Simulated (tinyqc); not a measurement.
Pariser-Parr-Pople SCF with singles CI, for the molecule O=c1c(O)ccccc1F (SMILES; centres numbered as the heavy atoms are written), step by step. One step of it, computed by the program tinyqc.

Problem. Iteration 1: Fock matrix. F_rr = H_rr + P_rr gamma_rr / 2 + sum_(s != r) P_ss gamma_rs; F_rs = H_rs - P_rs gamma_rs / 2; E = tr P (H + F) / 2 + core repulsion sum_(r<s) z_r z_s gamma_rs.

P at the start, lower triangle:
```
            1O         2C         3C         4O         5C         6C         7C         8C
1O    1.946333
2C    0.127246   1.695890
3C   -0.119623   0.291608   1.568534
4O    0.017216  -0.041650   0.060002   1.991608
5C    0.116429  -0.307793   0.698545  -0.093274   0.484158
6C    0.126922  -0.264096   0.232417  -0.040553   0.232751   0.133776
7C    0.127126  -0.264088   0.095760  -0.016392   0.176501   0.121637   0.131487
8C    0.117533  -0.309095   0.020515  -0.002082   0.208024   0.174264   0.226988   0.472509
9C   -0.117830   0.286772  -0.148462   0.021437   0.018687   0.093245   0.228461   0.694771
10F   0.011487  -0.027795   0.014484  -0.002104  -0.001317  -0.010331  -0.026012  -0.064053

           9C       10F
9C   1.579514
10F  0.039952  1.996191
```

core matrix H (eV), lower triangle:
```
             1O          2C          3C          4O          5C          6C          7C          8C
1O   -59.836588
2C    -2.510000  -59.356409
3C     0.000000   -2.390000  -58.908761
4O     0.000000    0.000000   -2.240000  -69.328718
5C     0.000000    0.000000   -2.390000    0.000000  -53.051308
6C     0.000000    0.000000    0.000000    0.000000   -2.390000  -50.027580
7C     0.000000    0.000000    0.000000    0.000000    0.000000   -2.390000  -50.026570
8C     0.000000    0.000000    0.000000    0.000000    0.000000    0.000000   -2.390000  -53.046607
9C     0.000000   -2.390000    0.000000    0.000000    0.000000    0.000000    0.000000   -2.390000
10F    0.000000    0.000000    0.000000    0.000000    0.000000    0.000000    0.000000    0.000000

             9C         10F
9C   -58.897473
10F   -2.100000  -75.304828
```

repulsion gamma_rs (eV), lower triangle:
```
            1O         2C         3C         4O         5C         6C         7C         8C
1O   15.200000
2C    5.774219  11.130000
3C    4.156881   5.346553  11.130000
4O    4.235902   4.425798   6.307297  21.500000
5C    2.990810   3.773205   5.345136   4.425729  11.130000
6C    2.564361   3.243428   3.772577   3.127417   5.344721  11.130000
7C    2.564361   3.243428   3.243355   2.664356   3.772727   5.345539  11.130000
8C    2.990810   3.773205   3.243627   2.664483   3.243332   3.772727   5.344721  11.130000
9C    4.156881   5.346553   3.773721   3.128002   3.243627   3.243355   3.772577   5.345136
10F   4.233232   4.422111   3.126160   2.674867   2.663146   2.663019   3.125575   4.422042

            9C        10F
9C   11.130000
10F   6.299810  21.400000
```

Centres (angstrom, eV; a flat drawing with bonds scaled to 1.40 angstrom):
```
centre          x          y  core charge z          W   gamma_rr
1O       2.336000   0.000000              1  17.700000  15.200000
2C       0.936000   0.000000              1  11.160000  11.130000
3C       0.329000   1.261000              1  11.160000  11.130000
4O       1.202000   2.356000              2  33.000000  21.500000
5C      -1.036000   1.573000              1  11.160000  11.130000
6C      -2.131000   0.700000              1  11.160000  11.130000
7C      -2.131000  -0.700000              1  11.160000  11.130000
8C      -1.036000  -1.573000              1  11.160000  11.130000
9C       0.329000  -1.261000              1  11.160000  11.130000
10F      1.202000  -2.356000              2  39.000000  21.400000
```

Give: F; pi energy.

Solution.

F (eV), lower triangle:
```
         1O      2C      3C      4O      5C       6C       7C      8C
1O   -1.738
2C   -2.877   0.263
3C    0.249  -3.170  -3.208
4O   -0.036   0.092  -2.429  -7.825
5C   -0.174   0.581  -4.257   0.206  -7.756
6C   -0.163   0.428  -0.438   0.063  -3.012  -11.133
7C   -0.163   0.428  -0.155   0.022  -0.333   -2.715  -11.144
8C   -0.176   0.583  -0.033   0.003  -0.337   -0.329   -2.997  -7.755
9C    0.245  -3.157   0.280  -0.034  -0.030   -0.151   -0.431  -4.247
10F  -0.024   0.061  -0.023   0.003   0.002    0.014    0.041   0.142

         9C      10F
9C   -3.199
10F  -2.226  -13.879
```

pi energy = -182.460 eV
